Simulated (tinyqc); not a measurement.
Remanence, coercive field and barrier from the coefficients.

Problem. u = al P^2 + be P^4 - E P (P in uC/cm^2, E in kV/cm, u in mJ/cm^3). Find Pr, the polarisation Pc at which dE/dP = 0, Ec and the barrier u(0) - u(Pr).

al = -3.5387590 kV cm/uC
be = 0.0021038995 kV cm^5/uC^3

Answer. Pr^2 = -al/(2 be), Pc^2 = -al/(6 be), Ec = -(4/3) al Pc and the barrier is al^2/(4 be).

Pr = 29.00 uC/cm^2
Pc = 16.74 uC/cm^2
Ec = 79.00 kV/cm
barrier = 1488 mJ/cm^3

tinyqc, about 0.1 s, one thread, Intel Xeon 2.30GHz (shared host): `OMP_NUM_THREADS=1 python tinyqc.py 2860117 2860118 out.jsonl`
